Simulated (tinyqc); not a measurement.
# Changing the Grueneisen parameter gamma_TA

Model: quasi-harmonic thermal expansion with mode Grueneisen parameters. Computed by tinyqc, a small Python program. Command: `OMP_NUM_THREADS=1 python tinyqc.py 3008922 3008923 out.jsonl qha sweep`. One thread of a shared host (Intel(R) Xeon(R) Processor @ 2.30GHz), about 0.05 s of CPU time with the checks.

A crystal with two atoms a cell; per atom there are 1 transverse acoustic (TA), 1/2 longitudinal acoustic (LA) and 3/2 optical (O) modes. Every frequency of group i scales as nu_i (V/V0)^(-gamma_i). The acoustic groups have Debye spectra, density 3 nu^2/nu_i^3 up to nu_i (40 Gauss-Legendre points); the optical group has one frequency. Static energy: E = (9 V0 B0/16) [y^3 B' + y^2 (2 - 4 y)], y = (V0/V)^(2/3) - 1, with pressure P_s = (3 B0/2) (z^7 - z^5) [1 + (3/4)(B' - 4)(z^2 - 1)], z = (V0/V)^(1/3).

Inputs (values chosen for the exercise, for a model crystal):

| quantity | value | unit |
|---|---|---|
| static volume V0 | 12.3 | angstrom^3/atom |
| static bulk modulus B0 | 222 | GPa |
| static B' | 3.7 | - |
| frequency nu_TA | 1.8 | THz |
| frequency nu_LA | 2.79 | THz |
| frequency nu_O | 6.17 | THz |
| Grueneisen parameter gamma_LA | 1.7 | - |
| Grueneisen parameter gamma_O | 1.4 | - |
| temperature T | 800 | K |
| step factor f | 1.2 | - |

Acoustic groups: Debye.

Constants: h x 1 THz = 4.135667696 meV; k_B = 8.617333262e-05 eV/K; 1 eV/angstrom^3 = 160.2176634 GPa.

Method:
- For a mode with x = h nu/(k_B T), n = 1/(exp(x) - 1): U = h nu (n + 1/2), C/k_B = x^2 n (n + 1); U_i and C_i sum these over group i with its weight per atom.
- Phonon pressure P_ph = sum_i gamma_i U_i/V.
- gamma_th = sum gamma_i C_i / sum C_i; volume expansion coefficient alpha_V = gamma_th C k_B/(B0 V0); linear coefficient alpha_V/3; first-order volume change P_ph/B0.
- Start at V0 and step V(new) = V [1 + f (P_s + P_ph)/B0]; stop when |P_s + P_ph| < 1e-8 GPa, after 60 steps, or when V leaves 0.7 to 1.3 V0.
- B_T = -V d(P_s + P_ph)/dV at fixed T (central difference, step 1e-4 V); alpha_V = sum gamma_i C_i k_B/(B_T V), all at V(T); the linear coefficient is alpha_L = alpha_V/3.
- C_P - C_V = alpha_V^2 B_T V T; the optical frequency is nu_O (V/V0)^(-gamma_O).
- At T = 0, U_i is the zero-point energy (h nu/2 a mode); solve P_s + P_ph = 0.

One run for each value:

| Grueneisen parameter gamma_TA | linear expansion coefficient (ppm/K) | gamma_th at V0 | volume change from V0 (%) | zero-point volume change (%) |
|---|---|---|---|---|
| -2.2 | 1.2306 | 0.2436 | 0.3142 | 0.14255 |
| -1.7 | 2.0846 | 0.4112 | 0.5188 | 0.15079 |
| -1.2 | 2.9445 | 0.5788 | 0.7246 | 0.15903 |
| -0.7 | 3.8105 | 0.7464 | 0.9314 | 0.16726 |
| -0.2 | 4.6826 | 0.9139 | 1.1395 | 0.17548 |
| 0.3 | 5.5608 | 1.0815 | 1.3487 | 0.18368 |
| 0.8 | 6.4454 | 1.2491 | 1.5590 | 0.19188 |
| 1.3 | 7.3363 | 1.4167 | 1.7706 | 0.20005 |
| 1.8 | 8.2337 | 1.5843 | 1.9833 | 0.20821 |

Over the rows, linear expansion coefficient (ppm/K) rises from 1.23 to 8.23; gamma_th at V0 rises from 0.244 to 1.58; volume change from V0 (%) rises from 0.314 to 1.98.
